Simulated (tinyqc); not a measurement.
Strain-driven roughening and islands of a mismatched epitaxial film: one step, computed by the program tinyqc.

Film and substrate share isotropic elastic constants; the film is coherent and biaxially strained.

Task: Asaro-Tiller-Grinfeld instability. A ripple A cos(k x) has the surface chemical potential per volume [gamma k^2 - 2 (1 + nu) w k] A cos(k x), so k_c = 2 (1 + nu) w/gamma. With surface diffusion the amplitude grows at the rate q = B k^2 [2 (1 + nu) w k - gamma k^2], fastest at k_m = (3/4) k_c. B is the surface mobility.

Inputs (values chosen for the exercise, modelled on GaN on AlN): Poisson ratio nu = 0.2; surface energy gamma = 1.85 J/m^2; surface mobility D_s nu_s Omega^2/(k_B T) = 3e-35 m^6/(J s).

Transport: surface diffusion.

energy density w = 219.5462 MJ/m^3

Give: k_c; critical wavelength; fastest wavelength; growth time 1/q at k_m.

Result:

k_c = 0.2848 1/nm

critical wavelength = 22.06 nm

fastest wavelength = 29.41 nm

growth time 1/q at k_m = 25.96 s
